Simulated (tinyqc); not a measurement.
## Voltage drop against the pad pitch

A grid of 13 by 13 nodes with segments Rx (rows) and Ry (columns); every node draws I1 and the central node kh I1; pads with resistance Rp sit at the nodes whose row and column are multiples of the pitch, counting from 0. The drops u = Vdd - V follow from G u = i, with G the conductance matrix and i the load currents, solved directly.

Parameters, values chosen for the exercise:
```
symbol,value,unit,meaning
Vdd,0.7,V,supply voltage
Rx,0.91,ohm,resistance of a horizontal segment
Ry,0.51,ohm,resistance of a vertical segment
Rp,0.57,ohm,resistance from a pad node to the supply
kh,3,,factor on the load at the hot node
I1,2.2,mA,load current of a node in the large grid
```

Voltage drop against the pad pitch:

| pitch (nodes) | pads | worst drop (mV) | mean drop (mV) | largest drop at a pad (mV) | largest pad current (mA) | worst drop over Vdd (%) |
|---|---|---|---|---|---|---|
| 1 | 169 | 1.9587 | 1.2688 | 1.9587 | 3.4363 | 0.27981 |
| 2 | 49 | 6.6200 | 5.3139 | 5.7363 | 10.064 | 0.94571 |
| 3 | 25 | 13.868 | 11.517 | 11.086 | 19.449 | 1.9812 |
| 4 | 16 | 24.726 | 19.540 | 16.234 | 28.481 | 3.5323 |
| 6 | 9 | 44.235 | 39.314 | 31.847 | 55.873 | 6.3193 |
| 12 | 4 | 136.33 | 119.46 | 53.608 | 94.050 | 19.476 |

The worst drop goes from 1.96 to 136 mV while the number of pads falls from 169 to 4; between the last two rows it goes as pitch^(1.62). The largest drop at a pad is 100 % of the worst drop in the first row and 39.3 % in the last; the rest falls along the wires. For pitch = 12 the drop exceeds 15 % of the supply, where loads no longer draw a fixed current.

Computed by the program tinyqc: `OMP_NUM_THREADS=1 python tinyqc.py 2770144 2770145 out.jsonl`, one thread of a shared Intel Xeon 2.30GHz, about 0.07 s for the whole run.
